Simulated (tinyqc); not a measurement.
Worked calculation: RKS/LDA (VWN5) in the sto-3g basis, for BeH2, spin multiplicity 1. One step of it, computed by the program tinyqc.

Problem. Iteration 2: building the Kohn-Sham matrix. J_ij = sum D_kl (ij|kl); F = H + J + V_xc; E = tr D H + tr D J / 2 + E_xc + E_nn.

D after iteration 1, order 1Be 1s, 1Be 2s, 1Be 2px, 1Be 2py, 1Be 2pz, 2H 1s, 3H 1s:
$$\begin{pmatrix}
2.142824 & -0.549277 & 0.000000 & -0.000371 & -0.096206 & 0.014176 & 0.013213 \\
-0.549277 & 2.075956 & 0.000000 & 0.003418 & 0.401517 & -0.011116 & -0.006284 \\
0.000000 & 0.000000 & 0.000000 & 0.000000 & 0.000000 & 0.000000 & 0.000000 \\
-0.000371 & 0.003418 & 0.000000 & 2.077886 & 0.009987 & -0.045579 & 0.037490 \\
-0.096206 & 0.401517 & 0.000000 & 0.009987 & 0.077751 & -0.002298 & -0.000989 \\
0.014176 & -0.011116 & 0.000000 & -0.045579 & -0.002298 & 0.001122 & -0.000724 \\
0.013213 & -0.006284 & 0.000000 & 0.037490 & -0.000989 & -0.000724 & 0.000762
\end{pmatrix}$$

core Hamiltonian H = T + V (hartree), order 1Be 1s, 1Be 2s, 1Be 2px, 1Be 2py, 1Be 2pz, 2H 1s, 3H 1s:
$$\begin{pmatrix}
-8.580860 & -2.117486 & 0.000000 & 0.000298 & -0.003470 & -0.412686 & -0.426627 \\
-2.117486 & -2.784907 & 0.000000 & 0.001710 & -0.031067 & -1.074581 & -1.094351 \\
0.000000 & 0.000000 & -2.250036 & 0.000000 & 0.000000 & 0.000000 & 0.000000 \\
0.000298 & 0.001710 & 0.000000 & -2.448254 & 0.000181 & -1.156995 & 1.172742 \\
-0.003470 & -0.031067 & 0.000000 & 0.000181 & -2.252835 & -0.140500 & -0.142245 \\
-0.412686 & -1.074581 & 0.000000 & -1.156995 & -0.140500 & -2.060479 & -0.074881 \\
-0.426627 & -1.094351 & 0.000000 & 1.172742 & -0.142245 & -0.074881 & -2.074579
\end{pmatrix}$$

Two-electron integrals (ij|kl) in chemists' order, unique and non-zero (hartree):
```
(11|11) 2.298831    (21|11) 0.392036    (21|21) 0.079539    (22|11) 0.570988
(22|21) 0.143041    (22|22) 0.417683    (31|31) 0.014607    (32|31) 0.021888
(32|32) 0.092265    (33|11) 0.569578    (33|21) 0.143083    (33|22) 0.417589
(33|33) 0.449859    (41|41) 0.014607    (42|41) 0.021888    (42|42) 0.092265
(43|43) 0.024249    (44|11) 0.569578    (44|21) 0.143083    (44|22) 0.417589
(44|33) 0.401360    (44|44) 0.449859    (51|51) 0.014607    (52|51) 0.021888
(52|52) 0.092265    (53|53) 0.024249    (54|54) 0.024249    (55|11) 0.569578
(55|21) 0.143083    (55|22) 0.417589    (55|33) 0.401360    (55|44) 0.401360
(55|55) 0.449859    (61|11) 0.074464    (61|21) 0.015100    (61|22) 0.027388
(61|33) 0.027196    (61|41) 0.001325    (61|42) 0.002502    (61|44) 0.027779
(61|51) 0.000158    (61|52) 0.000298    (61|54) 0.000069    (61|55) 0.027204
(61|61) 0.003006    (62|11) 0.185775    (62|21) 0.047248    (62|22) 0.150965
(62|33) 0.145180    (62|41) 0.006135    (62|42) 0.038084    (62|44) 0.162159
(62|51) 0.000730    (62|52) 0.004529    (62|54) 0.002019    (62|55) 0.145420
(62|61) 0.009924    (62|62) 0.082179    (63|31) 0.004271    (63|32) 0.020156
(63|43) 0.006542    (63|53) 0.000778    (63|63) 0.007412    (64|11) 0.199838
(64|21) 0.051434    (64|22) 0.172284    (64|33) 0.162078    (64|41) 0.009928
(64|42) 0.059031    (64|44) 0.192280    (64|51) 0.000673    (64|52) 0.004623
(64|54) 0.002814    (64|55) 0.162320    (64|61) 0.011273    (64|62) 0.106526
(64|64) 0.142455    (65|11) 0.023764    (65|21) 0.006116    (65|22) 0.020488
(65|33) 0.019274    (65|41) 0.000673    (65|42) 0.004623    (65|44) 0.021310
(65|51) 0.004351    (65|52) 0.020706    (65|54) 0.006784    (65|55) 0.020859
(65|61) 0.001341    (65|62) 0.012668    (65|64) 0.016059    (65|65) 0.009321
(66|11) 0.353260    (66|21) 0.091440    (66|22) 0.327819    (66|33) 0.304153
(66|41) 0.013720    (66|42) 0.110670    (66|44) 0.373895    (66|51) 0.001632
(66|52) 0.013161    (66|54) 0.008294    (66|55) 0.305140    (66|61) 0.019671
(66|62) 0.228013    (66|64) 0.313414    (66|65) 0.037271    (66|66) 0.774606
(71|11) 0.076986    (71|21) 0.015611    (71|22) 0.028313    (71|33) 0.028113
(71|41) -0.001371   (71|42) -0.002588   (71|44) 0.028719    (71|51) 0.000163
(71|52) 0.000307    (71|54) -0.000072   (71|55) 0.028122    (71|61) 0.002841
(71|62) 0.008674    (71|64) 0.009112    (71|65) 0.001182    (71|66) 0.016612
(71|71) 0.003213    (72|11) 0.189605    (72|21) 0.048209    (72|22) 0.153722
(72|33) 0.147859    (72|41) -0.006265   (72|42) -0.038671   (72|44) 0.165065
(72|51) 0.000744    (72|52) 0.004593    (72|54) -0.002044   (72|55) 0.148102
(72|61) 0.008561    (72|62) 0.043014    (72|64) 0.044934    (72|65) 0.006548
(72|66) 0.087860    (72|71) 0.010469    (72|72) 0.084732    (73|31) 0.004390
(73|32) 0.020637    (73|43) -0.006668   (73|53) 0.000792    (73|63) 0.003066
(73|73) 0.007711    (74|11) -0.203073   (74|21) -0.052258   (74|22) -0.174716
(74|33) -0.164363   (74|41) 0.010152    (74|42) 0.059989    (74|44) -0.195001
(74|51) -0.000684   (74|52) -0.004674   (74|54) 0.002847    (74|55) -0.164607
(74|61) -0.008949   (74|62) -0.044678   (74|64) -0.045135   (74|65) -0.006702
(74|66) -0.090466   (74|71) -0.011849   (74|72) -0.109461   (74|74) 0.145991
(75|11) 0.024119    (75|21) 0.006207    (75|22) 0.020751    (75|33) 0.019522
(75|41) -0.000684   (75|42) -0.004674   (75|44) 0.021577    (75|51) 0.004471
(75|52) 0.021192    (75|54) -0.006912   (75|55) 0.021134    (75|61) 0.001161
(75|62) 0.006522    (75|64) 0.006709    (75|65) 0.004037    (75|66) 0.013601
(75|71) 0.001407    (75|72) 0.013001    (75|74) -0.016424   (75|75) 0.009662
(76|11) 0.012620    (76|21) 0.003127    (76|22) 0.008897    (76|33) 0.008755
(76|41) 2.07e-06    (76|42) 0.000015    (76|44) 0.009136    (76|51) 0.000098
(76|52) 0.000482    (76|54) 1.14e-06    (76|55) 0.008794    (76|61) 0.000603
(76|62) 0.003332    (76|64) 0.003859    (76|65) 0.000562    (76|66) 0.007459
(76|71) 0.000622    (76|72) 0.003377    (76|74) -0.003888   (76|75) 0.000567
(76|76) 0.000195    (77|11) 0.356765    (77|21) 0.092333    (77|22) 0.330163
(77|33) 0.306287    (77|41) -0.013965   (77|42) -0.111670   (77|44) 0.376656
(77|51) 0.001659    (77|52) 0.013263    (77|54) -0.008358   (77|55) 0.307280
(77|61) 0.016216    (77|62) 0.086799    (77|64) 0.089858    (77|65) 0.013495
(77|66) 0.179674    (77|71) 0.020552    (77|72) 0.231864    (77|74) -0.317807
(77|75) 0.037746    (77|76) 0.007459    (77|77) 0.774606
```

nuclear repulsion = 3.03465653 hartree

V_xc (hartree), order 1Be 1s, 1Be 2s, 1Be 2px, 1Be 2py, 1Be 2pz, 2H 1s, 3H 1s:
$$\begin{pmatrix}
-1.432275 & -0.220282 & 0.000000 & -0.000007 & -0.003669 & -0.042672 & -0.044114 \\
-0.220282 & -0.362077 & 0.000000 & 0.000147 & -0.024085 & -0.134103 & -0.137127 \\
0.000000 & 0.000000 & -0.338645 & 0.000000 & 0.000000 & 0.000000 & 0.000000 \\
-0.000007 & 0.000147 & 0.000000 & -0.402027 & -0.000275 & -0.154080 & 0.157149 \\
-0.003669 & -0.024085 & 0.000000 & -0.000275 & -0.338245 & -0.022354 & -0.022651 \\
-0.042672 & -0.134103 & 0.000000 & -0.154080 & -0.022354 & -0.279739 & -0.008359 \\
-0.044114 & -0.137127 & 0.000000 & 0.157149 & -0.022651 & -0.008359 & -0.284981
\end{pmatrix}$$

E_xc = sum of w rho eps_xc = -3.37403946 hartree

Give: Coulomb J; Kohn-Sham matrix F; total energy of this density.

Solution.

Coulomb J (hartree), order 1Be 1s, 1Be 2s, 1Be 2px, 1Be 2py, 1Be 2pz, 2H 1s, 3H 1s:
$$\begin{pmatrix}
6.873 & 1.349 & 0.000 & 0.000 & 0.015 & 0.258 & 0.267 \\
1.349 & 2.802 & 0.000 & -0.001 & 0.069 & 0.997 & 1.017 \\
0.000 & 0.000 & 2.765 & 0.000 & 0.000 & 0.000 & 0.000 \\
0.000 & -0.001 & 0.000 & 2.860 & 0.000 & 1.127 & -1.145 \\
0.015 & 0.069 & 0.000 & 0.000 & 2.769 & 0.146 & 0.148 \\
0.258 & 0.997 & 0.000 & 1.127 & 0.146 & 2.109 & 0.061 \\
0.267 & 1.017 & 0.000 & -1.145 & 0.148 & 0.061 & 2.129
\end{pmatrix}$$

Kohn-Sham matrix F (hartree), order 1Be 1s, 1Be 2s, 1Be 2px, 1Be 2py, 1Be 2pz, 2H 1s, 3H 1s:
$$\begin{pmatrix}
-3.140 & -0.989 & 0.000 & 0.000 & 0.007 & -0.197 & -0.204 \\
-0.989 & -0.345 & 0.000 & 0.001 & 0.014 & -0.212 & -0.215 \\
0.000 & 0.000 & 0.176 & 0.000 & 0.000 & 0.000 & 0.000 \\
0.000 & 0.001 & 0.000 & 0.010 & 0.000 & -0.184 & 0.185 \\
0.007 & 0.014 & 0.000 & 0.000 & 0.178 & -0.017 & -0.017 \\
-0.197 & -0.212 & 0.000 & -0.184 & -0.017 & -0.231 & -0.022 \\
-0.204 & -0.215 & 0.000 & 0.185 & -0.017 & -0.022 & -0.230
\end{pmatrix}$$

total energy of this density = -14.72955 hartree
